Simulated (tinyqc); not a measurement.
Equilibrium and kinetic segregation of a solute to boundaries and growing surfaces: one step, computed by the program tinyqc. Command: `OMP_NUM_THREADS=1 python tinyqc.py 3004705 3004706 out.jsonl segreg walk`. One thread of a shared host (Intel(R) Xeon(R) Processor @ 2.30GHz), about 0.01 s of CPU time with the checks.

Task: Boundary energy. Gibbs adsorption for this isotherm in a dilute matrix: gamma = gamma_0 + Gam_0 [k_B T ln(1 - theta) + z w theta^2/2], Gam_0 = delta/Omega sites per area.

Inputs (values chosen for the exercise, modelled on a solute in a copper line): interaction z w (positive attracts) = 0.31 eV; temperature T = 1300 K; boundary thickness delta = 0.79 nm; atomic volume Omega = 11.81 angstrom^3; clean boundary energy gamma_0 = 0.88 J/m^2.

Isotherm: Fowler-Guggenheim.

coverage theta = 0.05707447

Constants: 1 eV/angstrom^2 = 16.02176634 J/m^2; k_B = 8.617333262e-05 eV/K.

Give: Gam_0; boundary energy gamma.

Result:

Gam_0 = 66.892 1/nm^2

boundary energy gamma = 0.81485 J/m^2

Segregation lowers gamma by 7.4 %, and the driving force of grain growth with it.
